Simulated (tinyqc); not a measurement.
Coupled-perturbed Hartree-Fock on RHF in the 6-31g basis, for H4, spin multiplicity 1, step by step. One step of it, computed by the program tinyqc.

Task: Coupled step 2. U_ai = -(mu_ai + sum_bj [4 (ai|bj) - (ab|ij) - (aj|bi)] U_bj) / (e_a - e_i); alpha = -4 sum U_ai mu_ai.

U after step 1:
```
           i1         i2
a3   0.000000   2.576126
a4  -0.455470   0.000000
a5   0.000000   0.021138
a6  -0.009744   0.000000
a7   0.000000  -0.101561
a8   0.063644   0.000000
```

dipole integrals <a|z|i> (bohr):
```
           i1         i2
a3   0.000000  -1.478426
a4   0.300422   0.000000
a5   0.000000  -0.096749
a6   0.083558   0.000000
a7   0.000000   0.234704
a8  -0.141193   0.000000
```

orbital energies (hartree): MO1 -0.717177, MO2 -0.501670, MO3 0.218847, MO4 0.414468, MO5 0.785860, MO6 1.082939, MO7 1.346027, MO8 1.541954

Two-electron integrals over orbitals (pq|rs), unique and non-zero (hartree):
```
(11|11) 0.514440    (21|21) 0.176332    (22|11) 0.469100    (22|22) 0.466498
(31|11) -0.067380   (31|22) -0.015936   (31|31) 0.063928    (32|21) 0.061950
(32|32) 0.061747    (33|11) 0.375910    (33|22) 0.364744    (33|31) -0.015256
(33|33) 0.335781    (41|21) 0.046837    (41|32) -0.012151   (41|41) 0.033396
(42|11) 0.087356    (42|22) 0.061006    (42|31) -0.038968   (42|33) 0.021871
(42|42) 0.044558    (43|21) -0.084419   (43|32) -0.055552   (43|41) 0.000038
(43|43) 0.092501    (44|11) 0.322423    (44|22) 0.322555    (44|31) -0.000672
(44|33) 0.305853    (44|42) 0.008071    (44|44) 0.300692    (51|11) 0.079687
(51|22) 0.083986    (51|31) -0.000187   (51|33) 0.038848    (51|42) 0.023795
(51|44) 0.032035    (51|51) 0.052019    (52|21) 0.080110    (52|32) 0.024171
(52|41) 0.026243    (52|43) -0.020278   (52|52) 0.058516    (53|11) 0.027492
(53|22) 0.029516    (53|31) -0.000073   (53|33) 0.013542    (53|42) 0.008386
(53|44) 0.000056    (53|51) 0.004755    (53|53) 0.017871    (54|21) 0.050201
(54|32) 0.020789    (54|41) 0.010022    (54|43) -0.037175   (54|52) 0.022770
(54|54) 0.023019    (55|11) 0.417141    (55|22) 0.400865    (55|31) -0.030235
(55|33) 0.327211    (55|42) 0.055838    (55|44) 0.287745    (55|51) 0.054303
(55|53) 0.029782    (55|55) 0.373152    (61|21) -0.050326   (61|32) -0.019064
(61|41) -0.013851   (61|43) 0.015041    (61|52) -0.043431   (61|54) -0.016945
(61|61) 0.035320    (62|11) -0.063228   (62|22) -0.075567   (62|31) -0.010965
(62|33) -0.038525   (62|42) -0.012831   (62|44) -0.030242   (62|51) -0.047159
(62|53) -0.011471   (62|55) -0.050043   (62|62) 0.050932    (63|21) -0.024805
(63|32) -0.019358   (63|41) -0.000116   (63|43) 0.010990    (63|52) -0.017956
(63|54) -0.003246   (63|61) 0.013917    (63|63) 0.014833    (64|11) -0.017252
(64|22) -0.016228   (64|31) 0.002750    (64|33) -0.004728   (64|42) -0.007802
(64|44) -0.004378   (64|51) -0.013776   (64|53) 0.002577    (64|55) -0.010840
(64|62) 0.010065    (64|64) 0.006895    (65|21) -0.128813   (65|32) -0.054537
(65|41) -0.028355   (65|43) 0.063255    (65|52) -0.057178   (65|54) -0.035273
(65|61) 0.035542    (65|63) 0.022365    (65|65) 0.109295    (66|11) 0.397721
(66|22) 0.396169    (66|31) -0.011735   (66|33) 0.321837    (66|42) 0.044685
(66|44) 0.283609    (66|51) 0.051189    (66|53) 0.030034    (66|55) 0.364157
(66|62) -0.048850   (66|64) -0.008484   (66|66) 0.366245    (71|11) 0.046447
(71|22) 0.001935    (71|31) -0.053027   (71|33) 0.012429    (71|42) 0.026199
(71|44) 0.011850    (71|51) 0.005689    (71|53) -0.018525   (71|55) 0.006076
(71|62) 0.011336    (71|64) -0.006800   (71|66) -0.010842   (71|71) 0.067788
(72|21) -0.039158   (72|32) -0.043513   (72|41) 0.007582    (72|43) 0.011958
(72|52) -0.027178   (72|54) -0.003054   (72|61) 0.019964    (72|63) 0.024548
(72|65) 0.042356    (72|72) 0.056866    (73|11) -0.107772   (73|22) -0.093910
(73|31) 0.021486    (73|33) -0.052520   (73|42) -0.033552   (73|44) -0.027801
(73|51) -0.042120   (73|53) -0.011675   (73|55) -0.071015   (73|62) 0.036341
(73|64) 0.009494    (73|66) -0.067119   (73|71) -0.015579   (73|73) 0.053381
(74|21) -0.003222   (74|32) -0.029375   (74|41) 0.020178    (74|43) 0.031501
(74|52) 0.008974    (74|54) -0.007601   (74|61) -0.005220   (74|63) 0.005832
(74|65) 0.010701    (74|72) 0.017159    (74|74) 0.033061    (75|11) 0.030945
(75|22) -0.013322   (75|31) -0.054397   (75|33) -0.003003   (75|42) 0.027439
(75|44) -0.007545   (75|51) -0.014622   (75|53) -0.008924   (75|55) 0.006958
(75|62) 0.028530    (75|64) 0.000020    (75|66) -0.011063   (75|71) 0.054905
(75|73) -0.002612   (75|75) 0.067192    (76|21) 0.044830    (76|32) 0.044042
(76|41) -0.005682   (76|43) -0.020945   (76|52) 0.032940    (76|54) 0.010311
(76|61) -0.026568   (76|63) -0.023252   (76|65) -0.044144   (76|72) -0.051071
(76|74) -0.017031   (76|76) 0.052753    (77|11) 0.464809    (77|22) 0.440649
(77|31) -0.038965   (77|33) 0.360566    (77|42) 0.063807    (77|44) 0.316040
(77|51) 0.085049    (77|53) 0.025263    (77|55) 0.394275    (77|62) -0.077699
(77|64) -0.018185   (77|66) 0.381306    (77|71) 0.027305    (77|73) -0.100829
(77|75) 0.003690    (77|77) 0.453892    (81|21) -0.019316   (81|32) 0.038083
(81|41) -0.034145   (81|43) 0.004799    (81|52) -0.005532   (81|54) -0.012071
(81|61) 0.001295    (81|63) -0.017853   (81|65) -0.002773   (81|72) -0.052951
(81|74) -0.029635   (81|76) 0.043333    (81|81) 0.076409    (82|11) -0.042749
(82|22) 0.004913    (82|31) 0.058645    (82|33) -0.002892   (82|42) -0.031833
(82|44) -0.006753   (82|51) -0.000687   (82|53) 0.017666    (82|55) -0.005565
(82|62) -0.017342   (82|64) 0.006082    (82|66) 0.015117    (82|71) -0.069739
(82|73) 0.008703    (82|75) -0.064324   (82|77) -0.017568   (82|82) 0.078274
(83|21) 0.082559    (83|32) 0.018971    (83|41) 0.029772    (83|43) -0.024966
(83|52) 0.046213    (83|54) 0.019027    (83|61) -0.031177   (83|63) -0.012568
(83|65) -0.058558   (83|72) -0.016282   (83|74) 0.016207    (83|76) 0.020116
(83|81) -0.019186   (83|83) 0.052866    (84|11) -0.103130   (84|22) -0.072971
(84|31) 0.041455    (84|33) -0.041872   (84|42) -0.040573   (84|44) -0.021698
(84|51) -0.027415   (84|53) -0.004289   (84|55) -0.062122   (84|62) 0.015474
(84|64) 0.008464    (84|66) -0.050194   (84|71) -0.038486   (84|73) 0.042505
(84|75) -0.034310   (84|77) -0.081975   (84|82) 0.039518    (84|84) 0.051922
(85|21) 0.012095    (85|32) 0.040505    (85|41) -0.020435   (85|43) -0.014225
(85|52) 0.011156    (85|54) 0.000251    (85|61) -0.011057   (85|63) -0.021049
(85|65) -0.021617   (85|72) -0.049507   (85|74) -0.027095   (85|76) 0.047162
(85|81) 0.057280    (85|83) -0.001595   (85|85) 0.053414    (86|11) 0.005480
(86|22) -0.025787   (86|31) -0.037520   (86|33) -0.012108   (86|42) 0.015648
(86|44) -0.006263   (86|51) -0.012695   (86|53) -0.016528   (86|55) -0.012194
(86|62) 0.026948    (86|64) -0.001678   (86|66) -0.024880   (86|71) 0.048214
(86|73) 0.005863    (86|75) 0.052485    (86|77) -0.014133   (86|82) -0.055268
(86|84) -0.020976   (86|86) 0.047335    (87|21) -0.173769   (87|32) -0.055325
(87|41) -0.049539   (87|43) 0.088494    (87|52) -0.090130   (87|54) -0.056150
(87|61) 0.063804    (87|63) 0.024503    (87|65) 0.128591    (87|72) 0.028268
(87|74) -0.005245   (87|76) -0.042647   (87|81) 0.038008    (87|83) -0.092966
(87|85) -0.002771   (87|87) 0.203889    (88|11) 0.529510    (88|22) 0.486101
(88|31) -0.065598   (88|33) 0.386027    (88|42) 0.090212    (88|44) 0.336636
(88|51) 0.108212    (88|53) 0.020137    (88|55) 0.427104    (88|62) -0.089271
(88|64) -0.026113   (88|66) 0.405425    (88|71) 0.062094    (88|73) -0.127602
(88|75) 0.028704    (88|77) 0.506451    (88|82) -0.053617   (88|84) -0.117516
(88|86) 0.006650    (88|88) 0.590246
```

Give: U after step 2; polarisability.

Result:

U after step 2:
```
         i1       i2
a3   0.0000   2.7330
a4  -0.5253   0.0000
a5   0.0000   0.0001
a6   0.0052   0.0000
a7   0.0000  -0.0892
a8   0.0601   0.0000
```

polarisability = 16.9095 bohr^3
